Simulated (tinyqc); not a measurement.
Metal-interlayer-semiconductor contact, depinning against tunnelling resistance: one step of the calculation.

Zero bias, n-type semiconductor. Gap states at the semiconductor surface thin out as exp(-be ti), which unpins the barrier; electrons must then cross the interlayer (a rectangular barrier, no voltage drop across it) and the parabolic depleted layer, both by WKB. Energies E are counted from the Fermi level; no image force, parabolic bands.

Problem. Exponents and integrand on an energy grid. With U = phiB - xi: for xi < E < phiB, y = (E - xi)/U and G1 = (U/E00) [sqrt(1 - y) - y ln((1 + sqrt(1 - y))/sqrt(y))], G1 = 0 above phiB; G2 = 2 ti sqrt(mi max(phiB + dE - E, 0)/C), C = hbar^2/(2 m0); f = 1/(1 + exp(E/Vt)); integrand exp(-G1 - G2) f.

Parameters, values chosen for the exercise; semiconductor values close to those of 4H silicon carbide; interlayer mass of the order of that in hafnium oxide, offset chosen freely: temperature T = 300 K; interlayer thickness ti = 0.3 nm; conduction-band offset of the interlayer above the semiconductor dE = 1.64 eV; tunnelling mass in the interlayer mi = 0.21 m0.

Constants: q = 1.602176634e-19 C, kB = 1.380649e-23 J/K, hbar = 1.054571817e-34 J s, m0 = 9.1093837015e-31 kg, Vt = kB T/q, hbar^2/(2 m0) = 0.0380998212 eV nm^2. Results are converted to the units shown.

E, point 0 to 12 (eV): [-0.01, 0.00917, 0.02833, 0.0475, 0.06667, 0.08583, 0.105, 0.12417, 0.14333, 0.1625, 0.18167, 0.20083, 0.22]
phiB = 0.17085884 eV
xi = -0.018287400 eV
E00 = 0.061799676 eV

Wanted: G1; G2; f; integrand.

Solution.

```
point      G1      G2          f  integrand (1e-3)
0      2.6917  1.9008    0.59552            6.0313
1      2.1102  1.8908    0.41224            7.5433
2      1.6572  1.8807    0.25052            7.2836
3      1.2794  1.8706    0.13736            5.8865
4      0.9582  1.8604   0.070508            4.2086
5      0.6847  1.8501   0.034890            2.7659
6      0.4539  1.8398   0.016930            1.7082
7      0.2641  1.8294  0.0081374            1.0029
8      0.1168  1.8190  0.0038946            0.5620
9      0.0191  1.8085  0.0018591            0.2989
10     0.0000  1.7980  8.8653e-4            0.1468
11     0.0000  1.7874  4.2269e-4            0.0708
12     0.0000  1.7767  2.0141e-4            0.0341
```

Numbers from tinyqc (`OMP_NUM_THREADS=1 python tinyqc.py 2270085 2270086 out.jsonl`; about 0.02 s on one thread of a shared Intel Xeon 2.30GHz).
